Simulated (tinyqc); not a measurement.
# MOS structure on a p-type body, non-linear Poisson equation by Newton steps: what changes with what

One dimension, insulator interface at x = 0, acceptor density Na, uniform, net doping C = -(acceptor density). psi is counted from the intrinsic level: n = ni exp((psi - Vb)/Vt), p = ni exp(-psi/Vt); deep in the body psi_b = -Vt ln(Na/ni). The gate acts through Cox = eps0 eox/tox and has the potential psi_G = Vg - (phiM - chi - Vt ln(Nc/ni)). Boltzmann statistics, full ionisation, classical densities, no oxide or interface charge.

Values chosen for this exercise; band and dielectric values close to those of silicon:
- T = 300 K (temperature)
- Eg = 1.11 eV (band gap)
- eps_r = 11.7 (relative permittivity)
- Nc = 2.77e19 cm^-3 (conduction-band density of states at T)
- Nv = 2.6e19 cm^-3 (valence-band density of states at T)
- chi = 3.99 eV (electron affinity)
- Na = 8.2e16 cm^-3 (acceptor density deep in the body)
- eox = 9.04 (relative permittivity of the gate insulator (close to aluminium oxide))
- tox = 14 nm (insulator thickness)
- phiM = 4.02 eV (gate work function)
- Vb = 0 V (electron quasi-Fermi potential against the body)

Constants: q = 1.602176634e-19 C, kB = 1.380649e-23 J/K, Vt = kB T/q, eps0 = 8.8541878128e-14 F/cm where lengths are in cm. Results are converted to the units shown.

Each table varies one quantity; the others keep the values above.

## Charge and capacitance against gate voltage

ni = sqrt(Nc Nv) exp(-Eg/(2 Vt)), Eg in volts. The Poisson equation d/dx(eps0 eps_r dpsi/dx) = -q (p - n + C), with eps0 eps_r dpsi/dx = -Cox (psi_G - psi_0) at x = 0, is solved on a mesh of about 600 nodes or more. N_inv is the integral of n less its value deep in the body. C_LF = Cox (1 - dpsi_0/dVg) with all carriers following; C_HF is the same with the electron quasi-Fermi level shifting uniformly so that N_inv stays fixed. The centroid is that of the same excess.

Result of one run:

| Vg (V) | psi_0 - psi_b (V) | N_inv (cm^-2) | C_LF/Cox | C_HF/Cox | centroid (nm) |
|---|---|---|---|---|---|
| 0.83 | 0.955 | 1.90e12 | 0.932 | 0.134 | 1.22 |

What becomes of these results when the gate voltage against the body Vg is changed from 0.83 to 0.25 V, all else the same?

Result of the changed run:

| Vg (V) | psi_0 - psi_b (V) | N_inv (cm^-2) | C_LF/Cox | C_HF/Cox | centroid (nm) |
|---|---|---|---|---|---|
| 0.25 | 0.873 | 1.53e11 | 0.624 | 0.136 | 1.75 |

The whole series:

| Vg (V) | psi_0 - psi_b (V) | N_inv (cm^-2) | C_LF/Cox | C_HF/Cox | centroid (nm) |
|---|---|---|---|---|---|
| -0.18 | 0.543 | 6.19e5 | 0.167 | 0.167 | 2.39 |
| -0.03 | 0.670 | 7.24e7 | 0.153 | 0.152 | 2.11 |
| 0.11 | 0.788 | 6.34e9 | 0.188 | 0.142 | 1.93 |
| 0.25 | 0.873 | 1.53e11 | 0.624 | 0.136 | 1.75 |
| 0.4 | 0.911 | 5.39e11 | 0.829 | 0.135 | 1.57 |
| 0.54 | 0.930 | 9.64e11 | 0.887 | 0.134 | 1.44 |
| 0.68 | 0.944 | 1.41e12 | 0.915 | 0.134 | 1.32 |
| 0.83 | 0.955 | 1.90e12 | 0.932 | 0.134 | 1.22 |

N_inv goes from 6.19e5 to 1.90e12 cm^-2 and passes 2e11 cm^-2 at Vg = 0.272 V. Below threshold it takes 72.1 mV a decade between Vg = -0.03 and 0.11 V, against Vt ln 10 = 59.5 mV. C_LF/Cox is lowest, 0.153, at Vg = -0.03 V among the rows listed and ends at 0.932, while C_HF/Cox ends at 0.134. Between the last two rows q dN_inv/dVg is 0.920 Cox. Where the classical centroid is under about 2 nm, confinement would move the charge away from the interface and raise the threshold.

## Effect of the insulator thickness on threshold, swing and body effect

VT is the Vg at which N_inv = 2e11 cm^-2. m = 1/(dpsi_0/dVg) at N_inv = 1e8 cm^-2; the swing is the Vg between N_inv = 1e8 and 1e9 cm^-2; body coefficient [VT(Vb + 0.05 V) - VT(Vb)]/0.05 V - 1.

Results:

| tox (nm) | VT (V) | psi_0 - psi_b at VT (V) | m - 1 | swing (mV/decade) | body coefficient |
|---|---|---|---|---|---|
| 3.5 | 0.0302 | 0.881 | 0.0449 | 63.5 | 0.0532 |
| 7.5 | 0.122 | 0.881 | 0.0963 | 66.6 | 0.0981 |
| 11 | 0.203 | 0.881 | 0.141 | 69.3 | 0.137 |
| 16 | 0.318 | 0.881 | 0.205 | 73.1 | 0.193 |
| 24 | 0.502 | 0.881 | 0.308 | 79.4 | 0.283 |
| 35 | 0.755 | 0.881 | 0.449 | 87.9 | 0.406 |

Estimate the missing row, tox = 5.1 nm.

Computed row:

| tox (nm) | VT (V) | psi_0 - psi_b at VT (V) | m - 1 | swing (mV/decade) | body coefficient |
|---|---|---|---|---|---|
| 5.1 | 0.0670 | 0.881 | 0.0655 | 64.7 | 0.0712 |

With this row back in the table: As tox goes from 3.5 to 35, VT rises from 0.0302 to 0.755 V, the swing rises from 63.5 to 87.9 mV/decade and the body coefficient rises from 0.0532 to 0.406. The swing stays within 2.0 % of m Vt ln 10, and the body coefficient within 0.043 of m - 1.

Program tinyqc, `OMP_NUM_THREADS=1 python tinyqc.py 2080124 2080125 out.jsonl`; Intel Xeon 2.30GHz, shared host, one thread, about 0.5 s.
